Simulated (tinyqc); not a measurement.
Composition of the layer: band edges of strained Si(1-x)Ge(x) on relaxed Si(1-y)Ge(y).

Values are linear in the Ge fraction but for ED(x) = linear - CD x (1 - x) and a(x) = linear - Ca x (1 - x). Energies are on the common scale of Ev.

Coherent growth on a (001) face: e_par = (a(y) - a(x))/a(x), e_perp = -2 (C12/C11) e_par; exx = eyy = e_par, ezz = e_perp, no shear.

A valley with unit axis u lies at Ev + gap + (av + a_valley) tr(e) + Xu (u.e.u - tr(e)/3); the Delta axes are x, y, z and the L axes [111], [1-1-1], [-11-1], [-1-11]. The second-order shift of the Delta valleys under shear is left out; it lowers the pair normal to the sheared plane by tens of meV at a shear of 1 %.

Valence edges: Ev plus the levels of the 6 x 6 matrix of X, Y, Z times spin with -Dso/3 + l exx + m (eyy + ezz) on the diagonal (cyclic), n exy off it, l = av + 2 b, m = av - b, n = sqrt(3) d. Spin-orbit term (Dso/3) L.sigma on X, Y, Z with (L_k)_ij = -i epsilon_kij: <X+|H|Y+> = -i Dso/3, <X+|H|Z-> = Dso/3, <Y+|H|Z-> = -i Dso/3, <Z+|H|X-> = -Dso/3, <Z+|H|Y-> = i Dso/3, <X-|H|Y-> = i Dso/3, and their conjugates; + and - are the spin along z.

Parameters, chosen for this exercise (end members near Si and Ge, in this order; not measured data): a = (5.435, 5.66) angstrom (lattice constant); Dso = (0.044, 0.292) eV (spin-orbit splitting); av = (2.46, 1.26) eV (valence hydrostatic potential); b = (-2.12, -2.52) eV (tetragonal shear potential); d = (-4.8, -5.36) eV (trigonal shear potential); C11 = (165.4, 130.2) GPa; C12 = (63.1, 48.9) GPa; C44 = (79.8, 67) GPa; Ev = (0, 0.67) eV (top of the unstrained valence band); ED = (1.144, 0.937) eV (gap to the Delta valleys); EL = (2.01, 0.746) eV (gap to the L valleys); aD = (1.65, 1.24) eV (hydrostatic potential of the Delta gap); aL = (-3.39, -2.54) eV (hydrostatic potential of the L gap); XuD = (9.36, 9.61) eV (uniaxial potential, Delta); XuL = (16.24, 15.14) eV (uniaxial potential, L); CD = 0.185 eV (bowing of the Delta gap); Ca = 0.024 angstrom (bowing of the lattice constant); face = 001 (growth face); y = 0 (Ge fraction of the relaxed buffer).

The buffer is kept. dEc = Ec(buffer) - Ec(layer), dEv = Ev(layer) - Ev(buffer); buffer edges Ev(y) and Ev(y) + min(ED, EL). The digit behind Delta or L counts whole valleys.

Results:
```
x,e_par (%),lowest valleys,gap (eV),next valleys above (meV),valence splitting (meV),dEc (eV),dEv (eV)
0.08,-0.30,Delta4,1.080,49,18,0.008,0.056
0.16,-0.60,Delta4,1.018,99,32,0.012,0.113
0.24,-0.90,Delta4,0.958,150,44,0.014,0.172
0.31,-1.17,Delta4,0.907,195,55,0.014,0.224
0.39,-1.49,Delta4,0.850,247,66,0.010,0.284
0.47,-1.80,Delta4,0.795,300,78,0.004,0.346
0.55,-2.12,Delta4,0.742,354,89,-0.006,0.408
```

How do the results move, and what explains it?

The gap is 1.080 eV in the first row and 0.742 eV in the last. The lowest valleys are Delta4 throughout. Per 0.1 of x the valence offset moves by +75 meV on average; the conduction offset lies between -6 and +14 meV, not monotonically. Both carriers sit on one side for x = 0.08, 0.16, 0.24, 0.31, 0.39 and 0.47, and on opposite sides elsewhere. Offsets below about 30 meV are within the spread of parameter sets, so those rows do not settle the type. Strains above 2 % can be kept only in layers of a few nanometres.

(tinyqc, `OMP_NUM_THREADS=1 python tinyqc.py 1081204 1081205 out.jsonl`, Intel(R) Xeon(R) Processor @ 2.30GHz, 1 thread, shared host, about 0.02 s.)
